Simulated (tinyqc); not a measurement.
MOS inversion layer, Poisson-Schroedinger loop: one step of the calculation.

Electrons confined at an insulator interface at z = 0, treated as a hard wall; parabolic valleys, Hartree approximation, no image or exchange terms. The depletion charge lies far deeper than the electrons and gives a uniform field q Nd/(eps0 eps_r); the gate balances all charge. Energies are counted from the band edge at the interface.

Problem. Fermi level and occupations. Level k holds N_k = D_k Vt ln(1 + exp((EF - E_k)/Vt)) with D = 2 md1 m0 q/(pi hbar^2) for the set A, D = 4 md2 m0 q/(pi hbar^2) for the set B per eV (spin included); EF is fixed by sum N_k = Ns.

Inputs (values chosen for the exercise); masses and permittivity close to those of silicon (100):
- T = 200 K (temperature)
- md1 = 0.191 m0 (in-plane density-of-states mass of set A)
- md2 = 0.423 m0 (in-plane density-of-states mass of set B)
- Ns = 5.7e11 cm^-2 (sheet density of electrons)

Constants: q = 1.602176634e-19 C, kB = 1.380649e-23 J/K, hbar = 1.054571817e-34 J s, m0 = 9.1093837015e-31 kg, Vt = kB T/q. Results are converted to the units shown.

levels (eV): A1 0.12449422, A2 0.20755302, B1 0.29908559, B2 0.44532206

Wanted: EF; N_k.

Solution.

EF = 0.099014 eV
N_k (cm^-2): A1 5.6483e11, A2 5.0570e9, B1 1.1069e8, B2 22862

Program tinyqc, `OMP_NUM_THREADS=1 python tinyqc.py 2160124 2160125 out.jsonl`; Intel Xeon 2.30GHz, shared host, one thread, about 0.6 s.
